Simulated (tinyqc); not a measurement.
Strong pi bonds keep dimers flat: buckled dimers of a reconstructed (001) surface, two dangling bonds a dimer.

In a dimer one atom moves up by z and the other down by z; the dangling bond of the up atom (more s-like) falls by gm z and that of the down atom rises by gm z. With all dimers tilted alike: H(k) = [[-gm z - 2 ta cos k, -tp - 2 tx cos k], [., gm z - 2 ta cos k]], k along the row in 1/a. Two electrons a dimer fill the lowest N of the 2N levels on the mesh k_j = (j + 1/2) pi/N. Total energy a dimer: W(z) = (2/N) sum of the filled levels + kf z^2. Repulsion between electrons is left out.

Inputs chosen for the exercise (of the size met on diamond (001); the results hold for these values, not for the real material): ta = 0.09 eV (coupling between like atoms along the row); tx = 0.08 eV (diagonal coupling along the row); gm = 2.34 eV/angstrom (shift of a dangling bond with height); kf = 7.9 eV/angstrom^2 (force constant of buckling); N = 12 (k points).

tp is varied; z minimises W on 0 to 1 angstrom; gap on 201 points; charge moved: the mean of gm z/sqrt((gm z)^2 + h^2) over the mesh, h the off-diagonal element.

Against tp:

| tp (eV) | z (angstrom) | gain (eV) | gap (eV) | charge moved (e) |
|---|---|---|---|---|
| 0.10 | 0.2894 | 0.4599 | 1.0451 | 0.977 |
| 0.20 | 0.2805 | 0.3677 | 1.0462 | 0.947 |
| 0.30 | 0.2650 | 0.2380 | 1.0480 | 0.895 |
| 0.45 | 0.2264 | 0.0961 | 1.0520 | 0.764 |
| 0.60 | 0.1571 | 0.0174 | 1.0576 | 0.530 |
| 0.80 | 0.0000 | 0.0000 | 1.2400 | 0.000 |
| 1.00 | 0.0000 | 0.0000 | 1.6400 | 0.000 |
| 1.30 | 0.0000 | 0.0000 | 2.2400 | 0.000 |
| 1.60 | 0.0000 | 0.0000 | 2.8400 | 0.000 |

Dimers buckle for tp up to 0.6 eV among these rows; for an isolated dimer the limit is gm^2/kf = 0.693 eV. While buckled, the splitting, on average over k, stays near 2 gm^2/kf = 1.386 eV whatever tp is, and beyond the limit it follows 2 tp; the gap is smaller by the width of the bands, about 4 ta = 0.36 eV.

Run: tinyqc, `OMP_NUM_THREADS=1 python tinyqc.py 1452270 1452271 out.jsonl`; Intel(R) Xeon(R) Processor @ 2.30GHz, one thread, shared host; about 0.02 s of CPU time with all checks.
